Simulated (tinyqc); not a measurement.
Bandgap voltage reference from two bipolar transistors: one step of the calculation.

Two transistors of area 1 and N carry the same current I. Is(T) = Is (T/T0)^eta exp[(Vg0 q/kB)(1/T0 - 1/T)], VBE1 = Vt ln(I/Is(T)) + I rb, VBE2 = Vt ln(I/(N Is(T))) + I rb/N. The amplifier forces I R1(T) = VBE1 - VBE2 + Vos, with R(T) = R (1 + tc (T - T0)) for both resistors, and the output is Vref = VBE1 + I R2(T). Base currents and the Early effect are neglected.

Problem. Resistor for zero slope at T0, ideal case. With tc = 0, Vos = 0 and rb = 0 the current is proportional to T, dVBE/dT = (VBE - Vg0 - (eta - 1) Vt)/T, and Vref has zero slope at T0 when Vref = Vg0 + (eta - 1) Vt0. Find VBE1, its slope, that Vref, R2/R1 and the curvature d2Vref/dT2 = -(eta - 1) kB/(q T0).

Parameters, values chosen for the exercise; values of the order met in silicon bipolar transistors:
- T0 = 300 K (reference temperature)
- Vg0 = 1.149 V (band-gap voltage extrapolated to 0 K)
- eta = 3.8 (temperature exponent of the saturation current)
- Is = 2.4e-17 A (saturation current of the unit transistor at T0)
- N = 8 (area ratio of the second transistor)
- R1 = 13 kohm (resistor across which the difference of VBE falls, at T0)

Constants: q = 1.602176634e-19 C, kB = 1.380649e-23 J/K. Results are converted to the units shown.

Find: VBE1; dVBE/dT; Vref; R2/R1; curvature.

Solution.

VBE1 = 0.66886 V
dVBE/dT = -1.8418 mV/K
Vref = 1.2214 V
R2/R1 = 10.278
curvature = -0.80428 uV/K^2

tinyqc, about 0.02 s, one thread, Intel Xeon 2.30GHz (shared host): `OMP_NUM_THREADS=1 python tinyqc.py 2062118 2062119 out.jsonl`
